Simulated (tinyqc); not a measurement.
AlGaN/GaN HEMT with access regions, lumped model: effect of the gate voltage.

A polarisation-induced electron sheet under a Schottky gate, in series with two ungated access regions and contacts. Drift law v = mu E/(1 + mu E/vs) under the gate. Currents in mA/mm, resistances in ohm mm. No self-heating, no channel-length modulation; fits for polarisation, barrier and offset are chosen for the exercise.

sigma = (5e13 x + 1.6e13 x^2) cm^-2, phiB = 0.84 + 1.3 x, dEc = 0.7 (1.71 x + x^2) in volts, Cb = eps0 eps_r/d, VT = phiB - dEc - q sigma/Cb, access density n0 = -Cb VT/q. Access resistance R(L, n) = L/(q mu n sqrt(1 - (I/(q n vs))^2)); Rs = Rc + R(Ls, n0), Rd = Rc + R(Ld, (1 - ft) n0). Vg' = Vg - I Rs, Vd' = Vd - I (Rs + Rd); with u = Vg' - VT, Vc = vs Lg/mu and w the smaller of Vd' and Vc [sqrt(1 + 2 u/Vc) - 1] (0 if negative), the channel gives (mu Cb/Lg)(u w - w^2/2)/(1 + w/Vc). I equals that channel current. Isat is I at Vd = 10 V, gm = dIsat/dVg, Ron the limit of Vd/I at small Vd.

Inputs (values chosen for the exercise); values close to those of AlGaN/GaN structures: aluminium share of the barrier x = 0.34; barrier thickness d = 25 nm; relative permittivity of barrier and channel eps_r = 9; channel mobility mu = 1500 cm^2/(V s); saturation velocity vs = 1.2e7 cm/s; gate length Lg = 0.25 um; source access length Ls = 1.5 um; drain access length Ld = 16 um; resistance of each contact Rc = 0.17 ohm mm; share of the drain-access electrons removed by traps ft = 0.

Constants: q = 1.602176634e-19 C, eps0 = 8.8541878128e-14 F/cm where lengths are in cm. Results are converted to the units shown.

The same in every row: VT (V) = -8.681; n0 (cm^-2) = 1.727e13.

Effect of the gate voltage:
```
Vg (V)  Ron (ohm mm)  Isat (mA/mm)  gm (mS/mm)
-8.3           5.931         49.00       183.3
-6.9           4.850         368.4       250.3
-5.5           4.721         731.0       265.1
-4.1           4.671          1106       270.1
-2.7           4.644          1485       269.6
-1.3           4.627          1759       62.09
0.1            4.616          1803       15.61
1.5            4.608          1817       6.978
```

What does the table show?

As Vg goes from -8.3 to 1.5 V, Ron falls from 5.93 to 4.61 ohm mm, Isat rises from 49.0 to 1820 mA/mm and gm goes from 183 through a maximum of 270 (at Vg = -4.1 V among the rows listed) to 6.98 mS/mm. The ceiling Cb vs is 383 mS/mm. For Vg = -5.5 to 1.5 V the power passes 5 W/mm, where self-heating, left out here, lowers the current. For Vg = -1.3 to 1.5 V the gated channel is not yet saturated at 10 V, because the access regions take the voltage, and gm drops. At Vg = 1.5 V Vg comes within 0.2 V of phiB or passes it, so at low drain current, as for Ron, the Schottky gate would conduct.

Program tinyqc, `OMP_NUM_THREADS=1 python tinyqc.py 2570165 2570166 out.jsonl`; Intel Xeon 2.30GHz, shared host, one thread, about 0.04 s.
